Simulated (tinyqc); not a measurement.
Donor or exciton in a quantum well (variational effective-mass method). From binding energy back to dielectric constant eps. Computed by tinyqc, a small Python program. Command: `OMP_NUM_THREADS=1 python tinyqc.py 3028114 3028115 out.jsonl welldonor inv`. One thread of a shared host (Intel(R) Xeon(R) Processor @ 2.30GHz), about 0.1 s of CPU time with the checks.

H = -nabla^2 - 2/|r - r_i| + V(z) in effective units; trial function psi = f(z) exp(-|r - r_i|/lambda), f the ground state of the well. Mass and screening are the same in well and barrier; l = L/a* is the width in effective units. Bands are flat: no polarisation or applied field.

Inputs (values chosen for the exercise, modelled on InAs): electron mass m = 0.0256 m_0; well width L = 24 nm; donor position z_i/L from the centre = 0.4.

Centre: donor. Barriers: infinite.

Constants: Ry = 13.605693123 eV; a_0 = 0.529177210903 angstrom.

Method:
- Ry* = Ry m/eps^2, a* = a_0 eps/m; l = L/a*.
- k = pi/l; f = cos(k z) inside and zero outside; subband energy k^2 Ry*.
- Binding E_b(lambda) = -1/lambda^2 + 4 A/(lambda B), with A = int f^2 exp(-2 s/lambda) dz, B = int f^2 exp(-2 s/lambda)(1 + 2 s/lambda) dz and s = |z - z_i|; 40 Gauss-Legendre points on each piece between the walls at z = -l/2 and l/2 and z_i.
- Golden-section search for the maximum over lambda from 0.3 to 4, 40 steps.

Question. A run gave the result below. Find the dielectric constant eps, known to lie between 12 and 26.

binding energy = 2.545655 meV

Answer.

Each step takes the trial c = (a f_b - b f_a)/(f_b - f_a), f being the result less the target and a, b, c the logarithms of the listed values; c replaces end b, the old b replaces a if the sign of f changed, and otherwise f_a is halved.

Scan of the range:
```
dielectric constant eps,binding energy (meV)
12.0,3.48569
13.7,2.84617
15.5,2.35289
17.7,1.91414
20.1,1.56793
22.9,1.27530
26.0,1.04092
```

False position (Illinois rule, in the logarithm of the input) inside the bracket:
```
step,end a,end b,trial,binding energy (meV)
1,13.7000,15.5000,14.7700,2.53502
2,13.7000,14.7700,14.6968,2.55454
3,14.7700,14.6968,14.7301,2.54564
4,14.6968,14.7301,14.7300,2.54565
5,14.6968,14.7300,14.7300,2.54566
6,14.7300,14.7300,14.7300,2.54566
```

Binding energy falls at every point of a 13-point scan of the range (every second point is shown), so one value fits; it is bracketed by 13.7 and 15.5. Answer: dielectric constant eps = 14.73.
